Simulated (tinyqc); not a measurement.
Worked calculation: empirical pseudopotential in a few plane waves. Computed by tinyqc, a small Python program that keeps every step. Settings: plane-wave index or count = 15. Command: `OMP_NUM_THREADS=1 python tinyqc.py 20621 20622 out.jsonl` (the two numbers bound the seeds that draw the settings). One thread of a shared host (Intel(R) Xeon(R) Processor @ 2.60GHz), about 0.2 s of CPU time with the checks.

## Bloch Hamiltonian at G

Parameters chosen for this model: fcc lattice, atoms at +/- a/8 (1,1,1); form factors in rydberg at |G|^2 in units of (2 pi/a)^2:
```
parameter                 value      unit
a                      6.410000  angstrom
VS(3)                 -0.249000        Ry
VS(8)                  0.043000        Ry
VS(11)                 0.088000        Ry
VA(3)                         0        Ry
VA(4)                         0        Ry
VA(11)                        0        Ry
hbar^2/2m (2 pi/a)^2   3.660721        eV
```

k point G (2 pi / a): [0, 0, 0]

Basis: the 15 shortest G (labels in 2 pi/a), the same at every k. H(G,G') = c |k + G|^2 delta + VS(|G-G'|^2) cos((G-G').tau) + i VA sin((G-G').tau), tau = a/8 (1,1,1); 1 Ry = 13.605693 eV.

H(k) at G (eV):
```
           +0+0+0     -1-1-1     -1-1+1     -1+1-1     -1+1+1     +1-1-1     +1-1+1     +1+1-1
+0+0+0   0.000000   2.395549  -2.395549  -2.395549  -2.395549  -2.395549  -2.395549  -2.395549
-1-1-1   2.395549  10.982162   0.000000   0.000000  -0.585045   0.000000  -0.585045  -0.585045
-1-1+1  -2.395549   0.000000  10.982162   0.585045   0.000000   0.585045   0.000000   0.000000
-1+1-1  -2.395549   0.000000   0.585045  10.982162   0.000000   0.585045   0.000000   0.000000
-1+1+1  -2.395549  -0.585045   0.000000   0.000000  10.982162   0.000000   0.585045   0.585045
+1-1-1  -2.395549   0.000000   0.585045   0.585045   0.000000  10.982162   0.000000   0.000000
+1-1+1  -2.395549  -0.585045   0.000000   0.000000   0.585045   0.000000  10.982162   0.585045
+1+1-1  -2.395549  -0.585045   0.000000   0.000000   0.585045   0.000000   0.585045  10.982162
+1+1+1   2.395549   0.000000  -0.585045  -0.585045   0.000000  -0.585045   0.000000   0.000000
-2+0+0   0.000000  -2.395549  -2.395549  -2.395549   2.395549   0.846620  -0.846620  -0.846620
+0-2+0   0.000000  -2.395549  -2.395549   0.846620  -0.846620  -2.395549   2.395549  -0.846620
+0+0-2   0.000000  -2.395549   0.846620  -2.395549  -0.846620  -2.395549  -0.846620   2.395549
+0+0+2   0.000000  -0.846620   2.395549  -0.846620  -2.395549  -0.846620  -2.395549   0.846620
+0+2+0   0.000000  -0.846620  -0.846620   2.395549  -2.395549  -0.846620   0.846620  -2.395549
+2+0+0   0.000000  -0.846620  -0.846620  -0.846620   0.846620   2.395549  -2.395549  -2.395549

           +1+1+1     -2+0+0     +0-2+0     +0+0-2     +0+0+2     +0+2+0     +2+0+0
+0+0+0   2.395549   0.000000   0.000000   0.000000   0.000000   0.000000   0.000000
-1-1-1   0.000000  -2.395549  -2.395549  -2.395549  -0.846620  -0.846620  -0.846620
-1-1+1  -0.585045  -2.395549  -2.395549   0.846620   2.395549  -0.846620  -0.846620
-1+1-1  -0.585045  -2.395549   0.846620  -2.395549  -0.846620   2.395549  -0.846620
-1+1+1   0.000000   2.395549  -0.846620  -0.846620  -2.395549  -2.395549   0.846620
+1-1-1  -0.585045   0.846620  -2.395549  -2.395549  -0.846620  -0.846620   2.395549
+1-1+1   0.000000  -0.846620   2.395549  -0.846620  -2.395549   0.846620  -2.395549
+1+1-1   0.000000  -0.846620  -0.846620   2.395549   0.846620  -2.395549  -2.395549
+1+1+1  10.982162  -0.846620  -0.846620  -0.846620  -2.395549  -2.395549  -2.395549
-2+0+0  -0.846620  14.642883   0.585045   0.585045  -0.585045  -0.585045   0.000000
+0-2+0  -0.846620   0.585045  14.642883   0.585045  -0.585045   0.000000  -0.585045
+0+0-2  -0.846620   0.585045   0.585045  14.642883   0.000000  -0.585045  -0.585045
+0+0+2  -2.395549  -0.585045  -0.585045   0.000000  14.642883   0.585045   0.585045
+0+2+0  -2.395549  -0.585045   0.000000  -0.585045   0.585045  14.642883   0.585045
+2+0+0  -2.395549   0.000000  -0.585045  -0.585045   0.585045   0.585045  14.642883
```

## Levels at G

Diagonalise the Hermitian matrix.

eigenvalues (eV): [-2.930218, 5.697006, 5.697006, 5.697006, 9.089841, 10.397117, 10.397117, 10.397117, 13.472793, 13.472793, 15.667515, 19.342995, 19.342995, 19.342995, 20.630518]

## Bands along a path

The same steps at evenly spaced points between the labelled ones.

Bands along the path (eV), lowest eight:
```
k            band 1    band 2    band 3    band 4     band 5     band 6     band 7     band 8
L         -1.202501  1.439908  5.413725  5.413725   9.463981  11.607491  11.607491  15.994230
L-G 0.25  -1.764003  2.129969  5.350091  5.350091   9.430495  11.357763  11.357763  14.680728
L-G 0.50  -2.379337  3.399983  5.448670  5.448670   9.575628  11.076066  11.076066  12.505563
L-G 0.75  -2.789235  4.842042  5.613101  5.613101   9.606731  10.629666  10.629666  10.767024
G         -2.930218  5.697006  5.697006  5.697006   9.089841  10.397117  10.397117  10.397117
G-X 0.25  -2.741364  4.750185  5.491134  5.491134  10.044255  10.173714  10.931156  10.931156
G-X 0.50  -2.178848  3.151290  5.119986  5.119986   9.821052  10.782650  12.282803  12.282803
G-X 0.75  -1.255015  1.611468  4.901799  4.901799   9.728556  10.236703  14.129644  14.129644
X          0.009331  0.281588  4.989090  4.989090   9.771364  10.078955  16.330666  16.330666
```

With 4 band(s) filled, the highest filled level on these points lies at G and the lowest empty one at G: a gap of 3.3928 eV, direct. This holds for the small fixed basis; with all plane waves up to |k + G|^2 = 21 (2 pi/a)^2 the gap along the path is 3.67 eV.

## Convergence with the number of plane waves

Levels at G counted from the fourth one.

Levels (eV):
```
plane waves     level 1   level 5   level 8
9            -13.327335         0  2.340179
15            -8.627224  3.392835  4.700112
27            -7.743627  4.316851  4.538513
51            -7.936497  4.591751  4.812252
59            -8.088896  4.525993  4.547837
65            -8.133165  4.442111  4.547837
89            -8.049939  4.502523  4.514667
```
